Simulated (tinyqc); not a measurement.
Single-domain magnet: Stoner-Wohlfarth switching, Neel-Arrhenius retention, LLG dynamics and spin torque: one step, computed by the program tinyqc. Command: `OMP_NUM_THREADS=1 python tinyqc.py 3025345 3025346 out.jsonl macro walk`. One thread of a shared host (Intel(R) Xeon(R) Processor @ 2.30GHz), about 0.01 s of CPU time with the checks.

The moment is uniform, with unit vector m; z is the easy axis. mu_0 = 1.25663706212e-6 T m/A, gamma = 1.76085963023e11 rad/(s T).

Problem. Effective anisotropy. The disc is treated as an oblate spheroid with p = t/d: N_z = [1 - p arccos(p)/sqrt(1 - p^2)]/(1 - p^2); V = pi d^2 t/4; K_eff = K_u + K_i/t + K_shape, K_shape = -(mu_0 M_s^2/4)(3 N_z - 1); mu_0 H_K = 2 K_eff/M_s.

Inputs (values chosen for the exercise, for a model magnet):
```
quantity                      value    unit
saturation magnetisation M_s    805    kA/m
diameter d                       44      nm
thickness t                     1.8      nm
interface anisotropy K_i        1.1  mJ/m^2
bulk anisotropy K_u              29  kJ/m^3
```

Shape: thin disc, easy axis normal to it.

Give: demagnetising factor N_z; volume V; K_shape; K_eff; anisotropy field mu_0 H_K.

Solution.

demagnetising factor N_z = 0.93893

volume V = 2737.0 nm^3

K_shape = -369.87 kJ/m^3

K_eff = 270.24 kJ/m^3

anisotropy field mu_0 H_K = 0.67141 T

Shape works against the easy axis and takes 58 % of the other terms. Caution: a flat cylinder has a smaller N_z than the spheroid of the same t/d, so K_eff of a real disc is larger.
